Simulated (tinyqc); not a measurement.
Comparisons within one model: strain-driven crossing of the Gamma and L valleys in a germanium-like crystal alloyed with tin. A value that a table varies takes the place of the one given here.

Biaxial loads: e0 is the in-plane strain e_par and the normal is free. (001): e_perp = -2 (C12/C11) e_par; exx = eyy = e_par, ezz = e_perp, no shear. (111): e_perp = -(2 C11 + 4 C12 - 4 C44)/(C11 + 2 C12 + 4 C44) e_par; exx = eyy = ezz = (2 e_par + e_perp)/3 and exy = eyz = ezx = (e_perp - e_par)/3. (110): e_perp = -(C11 + 3 C12 - 2 C44)/(C11 + C12 + 2 C44) e_par; exx = eyy = (e_par + e_perp)/2, ezz = e_par, exy = (e_perp - e_par)/2, eyz = ezx = 0. Uniaxial loads: a stress along n, scaled so that n.e.n = e0, with exx = s11 sxx + s12 (syy + szz), exy = s44 sxy/2, s11 = (C11 + C12)/((C11 - C12)(C11 + 2 C12)), s12 = -C12/((C11 - C12)(C11 + 2 C12)), s44 = 1/C44.

Edges from the unstrained valence top: Gamma at Eg + ac tr(e); an L valley with unit axis u at EgL + aL tr(e) + XuL (u.e.u - tr(e)/3), u along [111], [1-1-1], [-11-1], [-1-11]; valence edges are the levels of the 6 x 6 matrix of X, Y, Z times spin with -Dso/3 + l exx + m (eyy + ezz) on the diagonal (cyclic), n exy off it, l = av + 2 b, m = av - b, n = sqrt(3) d. Spin-orbit term (Dso/3) L.sigma on X, Y, Z with (L_k)_ij = -i epsilon_kij: <X+|H|Y+> = -i Dso/3, <X+|H|Z-> = Dso/3, <Y+|H|Z-> = -i Dso/3, <Z+|H|X-> = -Dso/3, <Z+|H|Y-> = i Dso/3, <X-|H|Y-> = i Dso/3, and their conjugates; + and - are the spin along z.

With tin the unstrained gaps become E(y) = (1 - y) E + y EgS - CS y (1 - y); all other values are kept.
Constants: kB = 8.617333262e-05 eV/K.

Inputs chosen for the exercise (near those of Ge, gaps at low temperature; not measured data): Eg = 0.903 eV (gap at Gamma to the s-like level); EgL = 0.73 eV (gap to L); Dso = 0.288 eV (spin-orbit splitting); ac = -8.11 eV (conduction deformation potential); av = 1.26 eV (valence hydrostatic potential); b = -2.59 eV (tetragonal shear potential); d = -5.28 eV (trigonal shear potential); aL = -1.66 eV (hydrostatic potential of the L edge, Xd + Xu/3); XuL = 17.09 eV (uniaxial potential, L); y = 0.079 (tin fraction); EgS = (-0.382, 0.125) eV (Gamma and L gaps of the tin end); CS = (2.13, 0.78) eV (bowing of the Gamma and L gaps); C11 = 128.7 GPa; C12 = 49 GPa; C44 = 66.6 GPa; load = uniaxial [100] (kind of strain); mG = 0.0407 m0 (mass at Gamma); mL = 0.564 m0 (density-of-states mass of the four L valleys together); T = 77 K (temperature); e0 = 0.0315 (size of the strain).

## Which strain makes the gap direct

For tension the difference Gamma minus lowest L is linear in e0; slope per 1 % and the e0 at which it vanishes (a dash: no crossing below 15 %), with the gap there.

Results:
```
load,slope (meV per 1 %),crossing e0 (%),gap at the crossing (eV)
biaxial (001),-79.9,0.26,0.603
biaxial (110),-16.4,1.29,0.389
biaxial (111),52.6,-,-
uniaxial [100],-28.9,0.73,0.592
uniaxial [111],0.1,-,-
uniaxial [110],19.6,-,-
```

The smallest strain is needed for biaxial (001) (0.26 %), then uniaxial [100] (0.73 %). No crossing below 15 % is found for biaxial (111), uniaxial [111] and uniaxial [110]: shear splits the L valleys and pulls the lowest down as fast as or faster than Gamma. Loads without off-diagonal strain, (001) and [100], gain (ac - aL) tr(e) = -64 meV per 1 % of volume. For uniaxial [111] the slope is a near cancellation, so terms beyond this linear model decide.

## Sweep of a uniaxial [100] strain

The valence splitting is the distance of the top two edges. Share in Gamma = mG^(3/2)/(mG^(3/2) + (mL^(3/2)/4) sum_i exp(-(E_Li - E_Gamma)/kT)).

Results:
```
e0 (%),direct gap (eV),indirect gap (eV),Gamma - L (meV),valence splitting (meV),share in Gamma (%)
-1.68,0.645,0.575,70,128,5.35e-05
-0.64,0.649,0.610,40,45,0.00498
0.40,0.616,0.607,9,25,0.462
1.44,0.538,0.559,-21,78,30.2
2.48,0.460,0.511,-51,112,97.6
3.52,0.382,0.463,-81,133,100
4.56,0.304,0.415,-111,146,100
5.60,0.226,0.367,-141,155,100
```

Gamma drops below the lowest L valley between e0 = 0.40 and 1.44 %. The direct gap goes from 0.645 to 0.226 eV; of that change -0.112 eV comes from the rise of the valence top through the shear terms and the rest from the volume. The share in Gamma goes from 5.35e-05 to 100 %. Beyond about 3 % terms of second order in the strain, left out here, matter.

## What each parameter does

Direct gap, Gamma minus the lowest L edge and the valence splitting. Each row changes one parameter from the base and keeps the others.

Results:
```
case,direct gap (eV),Gamma - L (meV),valence splitting (meV)
base,0.4100,-70.1,126.6
aL = -1.909 eV,0.4100,-66.6,126.6
e0 = 0.02678,0.4455,-56.4,116.7
d = -4.488 eV,0.4100,-70.1,126.6
C44 = 76.59 GPa,0.4100,-70.1,126.6
y = 0.06715,0.4468,-48.4,126.6
Dso = 0.2448 eV,0.4100,-70.1,115.4
av = 1.449 eV,0.4074,-70.1,126.6
```

The largest shifts from the base row, up to three for each result and ties (the steps differ in size, so this ranks the rows, not the parameters). direct gap (eV): y +0.0368, e0 +0.0354, av -0.0027; unchanged at the printed digits by aL, d, C44 and Dso. Gamma - L (meV): y +21.7, e0 +13.7, aL +3.5; unchanged at the printed digits by d, C44, Dso and av. valence splitting (meV): Dso -11.2, e0 -9.9; unchanged at the printed digits by aL, d, C44, y and av.

(tinyqc, `OMP_NUM_THREADS=1 python tinyqc.py 1080797 1080798 out.jsonl`, Intel(R) Xeon(R) Processor @ 2.30GHz, 1 thread, shared host, about 0.01 s.)
